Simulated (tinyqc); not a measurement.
What each form factor does: empirical-pseudopotential levels.

Empirical pseudopotential on the fcc lattice, atoms at +/- tau, tau = a (1,1,1)/8, no spin-orbit coupling. H(G,G') = c (2 pi/a)^2 |k + G|^2 delta + VS(q) cos(q.tau) + i VA(q) sin(q.tau), q = G - G', c = hbar^2/2m0; k and G in units of 2 pi/a; VS at |q|^2 = 3, 8, 11 and VA at 3, 4, 11, in rydberg, zero elsewhere. The basis is fixed: all 113 G with |G|^2 up to Gcut. Energies are counted from the fourth level at Gamma.

Constants: hbar^2/2m0 = 3.80998211 eV angstrom^2; Ry = 13.60569312 eV.

Values chosen for the exercise (near those of InAs; the results hold for these values, not for the real material):
- a = 6.027 angstrom (lattice constant)
- VS3 = -0.219 Ry
- VS8 = -0.001 Ry
- VS11 = 0.05 Ry
- VA3 = 0.08 Ry
- VA4 = 0.049 Ry
- VA11 = 0.031 Ry
- Gcut = 20 (2 pi/a)^2 (largest |G|^2 of the fixed basis)

Lowest empty singlet and triplet at Gamma and the valence width there (fixed basis); lowest empty level at X = (1,0,0) and L = (1/2,1/2,1/2) from the valence top, these levels and that top with all |k + G|^2 up to 21. Singlet and triplet count orbital degeneracy. VS3 is VS at |q|^2 = 3, and so on. The row for a keeps the form factors fixed, so it is no model of a real expansion, which changes them too.

Results for these values:

| case | singlet (eV) | triplet (eV) | X (eV) | L (eV) | width (eV) |
|---|---|---|---|---|---|
| base | 0.380 | 4.469 | 1.981 | 1.449 | 11.328 |

What happens to each result for VA11 = 0.021 Ry, all else kept?

Answer: singlet rises from 0.380 to 0.625; triplet rises from 4.469 to 4.484; X rises from 1.981 to 2.115; L rises from 1.449 to 1.547; width falls from 11.328 to 11.199.

The same for each parameter in turn:

| case | singlet (eV) | triplet (eV) | X (eV) | L (eV) | width (eV) |
|---|---|---|---|---|---|
| base | 0.380 | 4.469 | 1.981 | 1.449 | 11.328 |
| a = 6.087 angstrom | 0.436 | 4.495 | 2.101 | 1.535 | 11.115 |
| VS3 = -0.229 Ry | 0.394 | 4.604 | 2.227 | 1.575 | 11.347 |
| VS8 = -0.011 Ry | 7.143 | 0.000 | 1.982 | 1.270 | 11.552 |
| VS11 = 0.04 Ry | 7.345 | 0.000 | 1.741 | 1.137 | 11.594 |
| VA3 = 0.07 Ry | 0.265 | 4.327 | 1.768 | 1.347 | 11.262 |
| VA4 = 0.039 Ry | 0.324 | 4.270 | 1.950 | 1.259 | 11.250 |
| VA11 = 0.021 Ry | 0.625 | 4.484 | 2.115 | 1.547 | 11.199 |

Run: tinyqc, `OMP_NUM_THREADS=1 python tinyqc.py 1080438 1080439 out.jsonl`; Intel(R) Xeon(R) Processor @ 2.30GHz, one thread, shared host; about 0.6 s of CPU time with all checks.
